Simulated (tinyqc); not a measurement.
n-type polysilicon, carrier trapping at grain boundaries: effect of the doping.

One-dimensional grains of size Lg, uniform ionised doping N, monovalent traps Qt at each boundary at a depth Et below (for electrons) or above (for holes) the band edge there, abrupt depletion of width W on each side of a boundary, Boltzmann statistics. xi is the distance from the band edge at the grain centre to the Fermi level. Trapped charge Qt/(1 + exp((xi + VB - Et)/Vt)) = 2 N W, barrier VB = q N W^2/(2 eps0 eps_r).

If the trap equation with xi = Vt ln(NB/N) has a root W < Lg/2, the grain is partly depleted; otherwise W = Lg/2 and the trap equation gives xi = Et - VB + Vt ln(Qt/(N Lg) - 1). N* = Qt/Lg. n0 = NB exp(-xi/Vt); mean density n0 (1 - 2 W/Lg) by charge balance in a partly depleted grain, and n0 (sqrt(pi)/2) erf(u)/u with u = sqrt(VB/Vt) in a fully depleted one; v = sqrt(kB T/(2 pi ms m0)); barrier resistivity Vt exp(VB/Vt)/(q fe n0 v Lg); grain resistivity (1 - 2 W/Lg)/(q n0 mug); effective mobility 1/(q mean density total resistivity). Rows with xi above 0.45 V, towards mid-gap, are left out, since the other carrier type is ignored.

Values chosen for this exercise; values of the order met in polycrystalline silicon:
```
symbol   value        unit                                                              meaning
T          300           K                                                          temperature
eps_r     11.7                                                            relative permittivity
NB      2.8e19       cm^-3                               conduction-band density of states at T
Lg          61          nm                                                           grain size
Qt      5.3e11       cm^-2                                     trap density of a grain boundary
Et        0.39          eV  depth of the trap level from the majority band edge at the boundary
ms        0.32          m0                                         mass for thermionic emission
fe         0.5                                           correction factor of the emission rate
mug        240  cm^2/(V s)                                           mobility inside the grains
```

Constants: q = 1.602176634e-19 C, kB = 1.380649e-23 J/K, m0 = 9.1093837015e-31 kg, Vt = kB T/q, eps0 = 8.8541878128e-14 F/cm where lengths are in cm. Results are converted to the units shown.

Results:
columns A: N (cm^-3); B: N/N*; C: depleted share 2 W/Lg; D: VB (V); E: xi (V); F: mean density (cm^-3); G: resistivity (ohm cm); H: effective mobility (cm^2/(V s))
```
A            B        C         D        E         F        G      H
9.1e15  0.1047    1.000  0.006546   0.4389  1.092e12  1.210e4  472.6
1.9e16  0.2187    1.000   0.01367   0.4093  3.167e12     5057  389.7
8.5e16  0.9783    1.000   0.06115   0.2304  2.110e15    31.39  94.24
1.8e17   2.072   0.4826   0.03016   0.1305  9.313e16   0.2732  245.3
3.7e17   4.258   0.2348   0.01468   0.1118  2.831e17   0.1068  206.4
7.9e17   9.092   0.1100  0.006874  0.09224  7.031e17  0.04767  186.2
1.7e18   19.57  0.05111  0.003194  0.07243  1.613e18  0.02192  176.5
3.5e18   40.28  0.02482  0.001552  0.05376  3.413e18  0.01062  172.2
```

Estimate the missing row, N = 4e16 cm^-3.

Computed row:
columns A: N (cm^-3); B: N/N*; C: depleted share 2 W/Lg; D: VB (V); E: xi (V); F: mean density (cm^-3); G: resistivity (ohm cm); H: effective mobility (cm^2/(V s))
```
A          B      C        D       E         F     G      H
4e16  0.4604  1.000  0.02877  0.3653  1.482e13  1659  253.9
```

With this row back in the table: As N goes from 9.1e15 to 3.5e18, VB goes from 0.00655 through a maximum of 0.0611 (at N = 8.5e16 among the rows listed) to 0.00155 V, the resistivity falls from 12100 to 0.0106 ohm cm and the effective mobility moves up and down between 94.2 and 473 cm^2/(V s). The steepest fall of the resistivity among the rows, as N^(-6.3), lies between N = 8.5e16 and 1.8e17 cm^-3; N* = 8.69e16 cm^-3. While the grain is fully depleted VB grows as N; once the traps are full it falls as 1/N. For N = 3.5e18 xi is under 2.5 Vt, where Boltzmann statistics begin to fail. For N = 9.1e15, 1.9e16, 3.7e17, 7.9e17, 1.7e18, 3.5e18 VB is below Vt, where abrupt depletion and thermionic emission are rough. For N = 9.1e15, 1.9e16, 4e16, 1.8e17 the effective mobility exceeds mug, since drift through the depleted part of the grain is left out.

Computed by the program tinyqc: `OMP_NUM_THREADS=1 python tinyqc.py 2830062 2830063 out.jsonl`, one thread of a shared Intel Xeon 2.30GHz, about 0.01 s for the whole run.
